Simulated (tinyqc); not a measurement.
Inside a calculation: thresholds of impact ionisation and Auger recombination from band masses. Values are carried at full precision from step to step, so a last printed digit may differ when a step is redone from the rounded ones.

Parabolic bands, no phonon. At threshold the three slow carriers share one velocity. With M their total mass and m4 the mass of the fast carrier, the fast carrier has the kinetic energy E_T = G M/(M - m4) and the slow ones together E_a = G m4/(M - m4), the activation energy of the Auger rate. CCCH (fast electron): G = Eg, M = 2 me + mh, m4 = me. CHHS (hole into the split-off band): G = Eg - Dso, M = 2 mh + me, m4 = ms; this form holds for Eg > Dso (below, the process needs about Dso - Eg and is marked by a dash). CHHL (hole into the light band): G = Eg, M = 2 mh + me, m4 = ml. CHHH (fast heavy hole): G = Eg, M = 2 mh + me, m4 = mh.

Constants: kB = 8.617333262e-05 eV/K; hbar^2/2m0 = 3.80998211 eV angstrom^2.

Values chosen for the exercise (near those of GaSb, gap at low temperature and not tied to T; not measured data): Eg = 0.792 eV (gap at Gamma to the s-like level); Dso = 0.742 eV (spin-orbit splitting); me = 0.0392 m0 (electron mass at Gamma); mh = 0.32 m0 (heavy-hole mass); ms = 0.13 m0 (split-off mass); ml = 0.0439 m0 (light-hole mass); T = 300 K (temperature).

## Thresholds of four processes

Give G, M, m4, E_T, E_a and E_a/kT.

Results:
```
process  G (eV)       M      m4  E_T (eV)  E_a (eV)  E_a/kT
CCCH     0.7920  0.3984  0.0392    0.8784    0.0864    3.34
CHHS     0.0500  0.6792  0.1300    0.0618    0.0118    0.46
CHHL     0.7920  0.6792  0.0439    0.8467    0.0547    2.12
CHHH     0.7920  0.6792  0.3200    1.4976    0.7056   27.29
```

The lowest activation energy is that of CHHS (12 meV), then CHHL (55 meV). CHHS leads because G = Eg - Dso is small. At equal G a light fast carrier takes up the energy with little momentum, so little is asked of the slow ones; CHHH asks 0.89 Eg. For equal masses E_T would be 3/2 Eg; for electrons here it is 1.109 Eg.

## Momenta at the CCCH threshold

At the threshold of the parabolic CCCH process the fast electron has E_T = Eg M/(M - me), M = 2 me + mh, and the slow carriers E_a = E_T - Eg together. It has k4 = sqrt(me E_T/c), c = hbar^2/2m0; the slow carriers share k4 in proportion to their masses. Give the wave vectors and kinetic energies, and check that they add up to E_a.

k4 = 0.09507 1/angstrom

electron, electron, hole (1/angstrom): [0.00935, 0.00935, 0.07636]

their kinetic energies (meV): [8.50, 8.50, 69.42]

sum = 86.43 meV

The hole carries 80 % of the momentum and of the energy of the slow carriers.

## Non-parabolicity raises the threshold

Non-parabolic fast electron: E (1 + alpha E) = c k^2/me with alpha = (1 - me)^2/Eg; the slow carriers stay parabolic, so E_T = Eg + me E_T (1 + alpha E_T)/M, M = 2 me + mh (the root between Eg and 1.9 Eg).

Give alpha, E_T, E_a = E_T - Eg and k4.

alpha = 1.1656 1/eV
E_T = 1.0076 eV
E_a = 0.2156 eV
k4 = 0.15014 1/angstrom

E_a is 2.49 times the parabolic value, since an electron at E_T above the edge has 1 + alpha E_T = 2.17 times the squared momentum, and E_T itself is 1.15 times higher. In the real crystal the L valleys lie below this energy, so the fast electron may not stay in the Gamma valley.

## Temperature dependence

For non-degenerate carriers at fixed densities the Auger coefficient goes as exp(-E_a/kT), up to slowly varying powers of T. Give exp(-E_a/kT) for the parabolic and the non-parabolic CCCH value, and the characteristic temperature T0 = kT^2/E_a of each.

Boltzmann factors: [0.03532, 0.0002391]

T0 (K): [90, 36]

Non-parabolicity lowers the factor by 1.5e+02 times; direct CCCH is weak, so processes with lower thresholds can lead.

## Checks

- Largest energy that an electron at k4 can give to a pair, by numerical search, against Eg (eV): both 0.7920.

Computed by tinyqc, a small Python program: `OMP_NUM_THREADS=1 python tinyqc.py 1880688 1880689 out.jsonl` (the numbers bound the seed that draws the inputs); one thread of a shared host (Intel(R) Xeon(R) Processor @ 2.30GHz), about 0.01 s for the whole set of steps.
